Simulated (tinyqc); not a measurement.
From results back to parameters: pi bands of a honeycomb layer in tight binding. Four cases, with inputs chosen for the exercise.

Problem. With nearest hopping t, overlap s0 of neighbours and w the size of the sum of the three phase factors, the levels are -t w/(1 + s0 w) and t w/(1 - s0 w). The levels at Gamma (w = 3) come from hidden t and s0.

Case 1.

levels at Gamma (eV): lower -7.61863, upper 10.05800

Case 2.

levels at Gamma (eV): lower -7.34694, upper 11.61290

Case 3.

levels at Gamma (eV): lower -7.68166, upper 10.52133

Case 4.

levels at Gamma (eV): lower -6.11650, upper 12.39032

Find: t, s0; difference at M (w = 1).

Solution. The reciprocals of the sizes add to 2/(3t) and differ by 2 s0/t.

Case 1.

t, s0: 2.890  0.046

difference at M (w = 1) = 5.792 eV

Case 2.

t, s0: 3.000  0.075

difference at M (w = 1) = 6.034 eV

Case 3.

t, s0: 2.960  0.052

difference at M (w = 1) = 5.936 eV

Case 4.

t, s0: 2.730  0.113

difference at M (w = 1) = 5.531 eV

Computed by tinyqc, one run a case: `OMP_NUM_THREADS=1 python tinyqc.py N N+1 out.jsonl` with N = 1452145, 1452266, 1452354, 1452377; one thread of a shared Intel(R) Xeon(R) Processor @ 2.30GHz, about 0.01 s a run at most.
